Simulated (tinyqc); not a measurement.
## Tunnelling through a gate dielectric, WKB transmission and Tsu-Esaki current: effect of temperature

Electrons leave the emitter at x = 0. Energies E (motion across the layers) are in eV from the emitter Fermi level; the collector Fermi level lies at -V and offers states at every E. No charge in the dielectric and no image force: F1 = V/t1, U = phi1 - F1 x. With C = hbar^2/(2 m0), kappa = sqrt(m (U - E)/C) where U > E and 0 elsewhere; T(E) = exp(-S), S = 2 times the integral of kappa over x.

Each layer adds (2/F) sqrt(m/C) [G(u at its left edge) - G(u at its right edge)] to S, with u = U - E (0 where negative) and G(u) = (2/3) u^1.5. J = J0 times the integral of T(E) N(E) dE, N = ln[(1 + exp(-E/Vt))/(1 + exp((-E - V)/Vt))], J0 = q^2 me m0 kB T/(2 pi^2 hbar^3) (times 1e-4 for A/cm^2 per eV), from E = -Ef to far above the barrier (T = 1 there), by quadrature converged to the digits shown.

Values chosen for this exercise; dielectric values close to those of aluminium oxide:
- Ef = 0.21 eV (Fermi energy of the emitter above its band bottom)
- me = 0.53 m0 (emitter mass in the supply function)
- phi1 = 2.5 eV (barrier of layer 1 above the emitter Fermi level at zero bias)
- m1 = 0.4 m0 (tunnelling mass of layer 1)
- t1 = 1.9 nm (thickness of layer 1)
- V = 0.6 V (voltage across the dielectric)

Constants: q = 1.602176634e-19 C, kB = 1.380649e-23 J/K, hbar = 1.054571817e-34 J s, m0 = 9.1093837015e-31 kg, Vt = kB T/q, hbar^2/(2 m0) = 0.0380998212 eV nm^2. Results are converted to the units shown.

Result of one run:

| J (A/cm^2) | mean E of the current (eV) |
|---|---|
| 1.498 | -0.1103 |

Which temperature T gave this result: 50, 300, 400 or 500 K?

T = 400 K.

The whole series:

| T (K) | J (A/cm^2) | mean E of the current (eV) |
|---|---|---|
| 50 | 1.297 | -0.1293 |
| 100 | 1.307 | -0.1283 |
| 200 | 1.344 | -0.1246 |
| 300 | 1.408 | -0.1186 |
| 400 | 1.498 | -0.1103 |
| 500 | 1.618 | -0.09987 |
| 600 | 1.768 | -0.08732 |
| 750 | 2.057 | -0.06430 |

Between 50 and 300 K the current changes by a factor of 1.09, and between 300 and 750 K by 1.46; the mean energy of the current rises from -0.129 to -0.0643 eV. The transmission grows by a factor e over d = 0.240 eV near E = 0, equal to kB T/q at 2790 K: far below that temperature the thermal tail adds little.

Numbers from tinyqc (`OMP_NUM_THREADS=1 python tinyqc.py 2540044 2540045 out.jsonl`; about 0.03 s on one thread of a shared Intel Xeon 2.30GHz).
